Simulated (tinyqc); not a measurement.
# Circular transfer-length structure: effect of the inner radius

A disc contact of radius r0 and a very wide ring contact from r1 = r0 + sp outwards lie on a thin layer; the metal has no resistance and the sheet resistance under the contacts equals Rsh.

Transfer length Lt = sqrt(rc/Rsh). R = (Rsh/2 pi) [(Lt/r0) I0(r0/Lt)/I1(r0/Lt) + ln(r1/r0) + (Lt/r1) K0(r1/Lt)/K1(r1/Lt)] with modified Bessel functions; for r0 >> Lt both ratios tend to 1.

Parameters, values chosen for the exercise:
```
symbol   value      unit                                      meaning
Rsh         75    ohm/sq  sheet resistance of the semiconductor layer
rc      3.6e-9  ohm cm^2                 specific contact resistivity
sp        0.19        um                     gap between the contacts
```

Result of one run:
```
r0/Lt  inner contact (ohm)  rc/(pi r0^2) (ohm)  Rsh Lt/(2 pi r0) (ohm)
2.165                7.625               5.093                   5.513
```

Which radius of the inner contact r0 gave this result: 0.03, 0.052, 0.088 or 0.15 um?

r0 = 0.15 um.

The whole series:
```
r0 (um)   r0/Lt  inner contact (ohm)  rc/(pi r0^2) (ohm)  Rsh Lt/(2 pi r0) (ohm)
0.03     0.4330                130.3               127.3                   27.57
0.052    0.7506                45.30               42.38                   15.90
0.088     1.270                17.60               14.80                   9.398
0.15      2.165                7.625               5.093                   5.513
0.26      3.753                3.728               1.695                   3.181
0.44      6.351                2.049              0.5919                   1.880
0.75      10.83                1.157              0.2037                   1.103
1.3       18.76               0.6538             0.06781                  0.6361
2.2       31.75               0.3820             0.02368                  0.3759
```

The inner contact goes as r0^(-1.92) between the first two rows, where it is 2.3 % above rc over the area, and as r0^(-1.02) between the last two, where it is 1.6 % above the rim form: a small disc uses its whole area, a large one only a rim of width Lt.

Computed by the program tinyqc: `OMP_NUM_THREADS=1 python tinyqc.py 2760120 2760121 out.jsonl`, one thread of a shared Intel Xeon 2.30GHz, about 0.01 s for the whole run.
